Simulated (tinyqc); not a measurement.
Empirical pseudopotential in a few plane waves, step by step. Computed by tinyqc, a small Python program that keeps every step. Settings: plane-wave index or count = 15. Command: `OMP_NUM_THREADS=1 python tinyqc.py 25290 25291 out.jsonl` (the two numbers bound the seeds that draw the settings). One thread of a shared host (Intel(R) Xeon(R) Processor @ 2.60GHz), about 0.2 s of CPU time with the checks.

## Bloch Hamiltonian at k

Parameters chosen for this model: fcc lattice, atoms at +/- a/8 (1,1,1); form factors in rydberg at |G|^2 in units of (2 pi/a)^2:
```
parameter                 value      unit
a                      6.070000  angstrom
VS(3)                 -0.224000        Ry
VS(8)                  0.039000        Ry
VS(11)                 0.086000        Ry
VA(3)                  0.046000        Ry
VA(4)                  0.072000        Ry
VA(11)                 0.005000        Ry
hbar^2/2m (2 pi/a)^2   4.082303        eV
```

k point k (2 pi / a): [-0.120000, -0.270000, -0.600000]

Basis: the 15 shortest G (labels in 2 pi/a), the same at every k. H(G,G') = c |k + G|^2 delta + VS(|G-G'|^2) cos((G-G').tau) + i VA sin((G-G').tau), tau = a/8 (1,1,1); 1 Ry = 13.605693 eV.

H(k) at k (eV):
```
                     +0+0+0               -1-1-1               -1-1+1               -1+1-1
+0+0+0             1.826014   2.155032+0.442551i  -2.155032+0.442551i  -2.155032+0.442551i
-1-1-1   2.155032-0.442551i            22.155885   0.000000-0.979610i   0.000000-0.979610i
-1-1+1  -2.155032-0.442551i   0.000000+0.979610i            12.358357             0.530622
-1+1-1  -2.155032-0.442551i   0.000000+0.979610i             0.530622            17.746998
-1+1+1  -2.155032+0.442551i            -0.530622   0.000000+0.979610i   0.000000+0.979610i
+1-1-1  -2.155032-0.442551i   0.000000+0.979610i             0.530622             0.530622
+1-1+1  -2.155032+0.442551i            -0.530622   0.000000+0.979610i             0.000000
+1+1-1  -2.155032+0.442551i            -0.530622             0.000000   0.000000+0.979610i
+1+1+1   2.155032+0.442551i             0.000000            -0.530622            -0.530622
-2+0+0   0.000000-0.979610i  -2.155032+0.442551i  -2.155032-0.442551i  -2.155032-0.442551i
+0-2+0   0.000000-0.979610i  -2.155032+0.442551i  -2.155032-0.442551i   0.827378-0.048103i
+0+0-2   0.000000-0.979610i  -2.155032+0.442551i   0.827378-0.048103i  -2.155032-0.442551i
+0+0+2   0.000000+0.979610i  -0.827378-0.048103i   2.155032+0.442551i  -0.827378+0.048103i
+0+2+0   0.000000+0.979610i  -0.827378-0.048103i  -0.827378+0.048103i   2.155032+0.442551i
+2+0+0   0.000000+0.979610i  -0.827378-0.048103i  -0.827378+0.048103i  -0.827378+0.048103i

                     -1+1+1               +1-1-1               +1-1+1               +1+1-1
+0+0+0  -2.155032-0.442551i  -2.155032+0.442551i  -2.155032-0.442551i  -2.155032-0.442551i
-1-1-1            -0.530622   0.000000-0.979610i            -0.530622            -0.530622
-1-1+1   0.000000-0.979610i             0.530622   0.000000-0.979610i             0.000000
-1+1-1   0.000000-0.979610i             0.530622             0.000000   0.000000-0.979610i
-1+1+1             7.949469             0.000000             0.530622             0.530622
+1-1-1             0.000000            20.196380   0.000000-0.979610i   0.000000-0.979610i
+1-1+1             0.530622   0.000000+0.979610i            10.398851             0.530622
+1+1-1             0.530622   0.000000+0.979610i             0.530622            15.787492
+1+1+1   0.000000+0.979610i            -0.530622   0.000000+0.979610i   0.000000+0.979610i
-2+0+0   2.155032-0.442551i   0.827378-0.048103i  -0.827378-0.048103i  -0.827378-0.048103i
+0-2+0  -0.827378-0.048103i  -2.155032-0.442551i   2.155032-0.442551i  -0.827378-0.048103i
+0+0-2  -0.827378-0.048103i  -2.155032-0.442551i  -0.827378-0.048103i   2.155032-0.442551i
+0+0+2  -2.155032+0.442551i  -0.827378+0.048103i  -2.155032+0.442551i   0.827378+0.048103i
+0+2+0  -2.155032+0.442551i  -0.827378+0.048103i   0.827378+0.048103i  -2.155032+0.442551i
+2+0+0   0.827378+0.048103i   2.155032+0.442551i  -2.155032+0.442551i  -2.155032+0.442551i

                     +1+1+1               -2+0+0               +0-2+0               +0+0-2
+0+0+0   2.155032-0.442551i   0.000000+0.979610i   0.000000+0.979610i   0.000000+0.979610i
-1-1-1             0.000000  -2.155032-0.442551i  -2.155032-0.442551i  -2.155032-0.442551i
-1-1+1            -0.530622  -2.155032+0.442551i  -2.155032+0.442551i   0.827378+0.048103i
-1+1-1            -0.530622  -2.155032+0.442551i   0.827378+0.048103i  -2.155032+0.442551i
-1+1+1   0.000000-0.979610i   2.155032+0.442551i  -0.827378+0.048103i  -0.827378+0.048103i
+1-1-1            -0.530622   0.827378+0.048103i  -2.155032+0.442551i  -2.155032+0.442551i
+1-1+1   0.000000-0.979610i  -0.827378+0.048103i   2.155032+0.442551i  -0.827378+0.048103i
+1+1-1   0.000000-0.979610i  -0.827378+0.048103i  -0.827378+0.048103i   2.155032+0.442551i
+1+1+1             5.989964  -0.827378-0.048103i  -0.827378-0.048103i  -0.827378-0.048103i
-2+0+0  -0.827378+0.048103i            20.114734             0.530622             0.530622
+0-2+0  -0.827378+0.048103i             0.530622            22.564116             0.530622
+0+0-2  -0.827378+0.048103i             0.530622             0.530622            27.952756
+0+0+2  -2.155032-0.442551i            -0.530622            -0.530622             0.000000
+0+2+0  -2.155032-0.442551i            -0.530622             0.000000            -0.530622
+2+0+0  -2.155032-0.442551i             0.000000            -0.530622            -0.530622

                     +0+0+2               +0+2+0               +2+0+0
+0+0+0   0.000000-0.979610i   0.000000-0.979610i   0.000000-0.979610i
-1-1-1  -0.827378+0.048103i  -0.827378+0.048103i  -0.827378+0.048103i
-1-1+1   2.155032-0.442551i  -0.827378-0.048103i  -0.827378-0.048103i
-1+1-1  -0.827378-0.048103i   2.155032-0.442551i  -0.827378-0.048103i
-1+1+1  -2.155032-0.442551i  -2.155032-0.442551i   0.827378-0.048103i
+1-1-1  -0.827378-0.048103i  -0.827378-0.048103i   2.155032-0.442551i
+1-1+1  -2.155032-0.442551i   0.827378-0.048103i  -2.155032-0.442551i
+1+1-1   0.827378-0.048103i  -2.155032-0.442551i  -2.155032-0.442551i
+1+1+1  -2.155032+0.442551i  -2.155032+0.442551i  -2.155032+0.442551i
-2+0+0            -0.530622            -0.530622             0.000000
+0-2+0            -0.530622             0.000000            -0.530622
+0+0-2             0.000000            -0.530622            -0.530622
+0+0+2             8.357700             0.530622             0.530622
+0+2+0             0.530622            13.746340             0.530622
+2+0+0             0.530622             0.530622            16.195722
```

## Levels at k

Diagonalise the Hermitian matrix.

eigenvalues (eV): [-2.003410, 3.814183, 5.999557, 6.457300, 11.259097, 12.956847, 13.425515, 14.395432, 16.864855, 18.363899, 19.583538, 22.121701, 24.146287, 25.552763, 30.403214]

## Bands along a path

The same steps at evenly spaced points between the labelled ones.

Bands along the path (eV), lowest eight:
```
k            band 1    band 2    band 3    band 4     band 5     band 6     band 7     band 8
L         -1.634790  2.901071  6.910967  6.910967  10.858139  12.857769  12.857769  16.270004
L-G 0.25  -2.106448  3.530748  6.854143  6.854143  10.857547  12.739135  12.739135  15.828683
L-G 0.50  -2.657099  4.816193  6.975780  6.975780  11.083272  12.663913  12.663913  14.189864
L-G 0.75  -3.046973  6.348823  7.172302  7.172302  11.264932  12.309146  12.309146  12.450680
G         -3.184397  7.273502  7.273502  7.273502  10.800391  12.069223  12.069223  12.069223
G-X 0.25  -3.000810  6.348198  6.981751  6.981751  11.484839  11.909482  12.714911  12.714911
G-X 0.50  -2.475203  4.817825  6.465448  6.465448  10.699847  12.304050  14.282465  14.282465
G-X 0.75  -1.715763  3.463198  6.137046  6.137046  10.069306  11.607233  16.345954  16.345954
X         -1.066976  2.745826  6.168184  6.168184   9.879749  11.409286  18.752416  18.752416
```

With 4 band(s) filled, the highest filled level on these points lies at G and the lowest empty one at X: a gap of 2.6062 eV, indirect. This holds for the small fixed basis; with all plane waves up to |k + G|^2 = 21 (2 pi/a)^2 the gap along the path is 2.77 eV.

## Convergence with the number of plane waves

Levels at G counted from the fourth one.

Levels (eV):
```
plane waves     level 1   level 5   level 8
9            -13.340583  1.906706  1.959220
15           -10.457900  3.526889  4.795721
27            -9.487819  4.075843  5.019963
51            -9.510603  4.128156  5.123605
59            -9.591376  4.124996  4.850904
65            -9.612402  4.125220  4.779320
89            -9.567984  4.122297  4.823886
```
